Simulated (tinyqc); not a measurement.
Moving the second set by strain or alloying: electrons shared among three sets of ellipsoidal valleys.

F_j(eta) = (1/Gamma(j + 1)) integral_0^infinity x^j dx/(1 + exp(x - eta)), which tends to exp(eta) for eta << 0.

Sets X, L, Gamma: N_i = M_i times N = 2 (m kB T/(4 pi c))^(3/2) with c = hbar^2/2m0, in 1/angstrom^3; times 1e24 for 1/cm^3, m = (ml mt^2)^(1/3); n = sum_i N_i F_1/2((EF - dE_i)/kT), energies from the edge of the first set; mu_drift = sum of share times mobility.

Constants: hbar^2/2m0 = 3.80998211 eV angstrom^2; kB = 8.617333262e-05 eV/K.

Inputs chosen for the exercise (masses and offsets near those of GaP; mobilities are free inputs, held fixed; shifted at random, so the results belong to these values and not to a real crystal):
```
symbol  value                    unit        meaning
dE      (0, 0.352, 0.561)        eV          edges of X, L, Gamma above the first
M       (3, 4, 1)                            valleys in each set
ml      (1.914, 1.24, 0.134)     m0          longitudinal masses of X, L, Gamma
mt      (0.2545, 0.1566, 0.134)  m0          transverse masses
mu      (260, 400, 1400)         cm^2/(V s)  mobility of each set
n       3.7e+17                  1/cm^3      total electron density
T       77                       K
```

The second entry of dE is replaced by the values listed; a negative value puts that set lowest.

Populations:
```
offset (eV)  EF (eV)  share X  share L  share Gamma  mu_drift
-0.100       -0.1117   0.0000   1.0000       0.0000       400
-0.050       -0.0617   0.0009   0.9991       0.0000       400
0.000        -0.0180   0.6023   0.3977       0.0000       316
0.025        -0.0147   0.9844   0.0156       0.0000       262
0.050        -0.0146   0.9996   0.0004       0.0000       260
0.100        -0.0146   1.0000   0.0000       0.0000       260
0.150        -0.0146   1.0000   0.0000       0.0000       260
0.200        -0.0146   1.0000   0.0000       0.0000       260
0.300        -0.0146   1.0000   0.0000       0.0000       260
```

The share of X goes from 0.000 to 1.000 and the mean mobility from 400 to 260 cm^2/(V s). X and L hold equal numbers between offset = -0.05 and 0 eV. The share of Gamma is at most 9.2e-39. With Boltzmann statistics the first two sets are equal at kT ln(N_2/N_1) = -0.0028 eV.

Run: tinyqc, `OMP_NUM_THREADS=1 python tinyqc.py 1682189 1682190 out.jsonl`; Intel(R) Xeon(R) Processor @ 2.30GHz, one thread, shared host; about 0.01 s of CPU time with all checks.
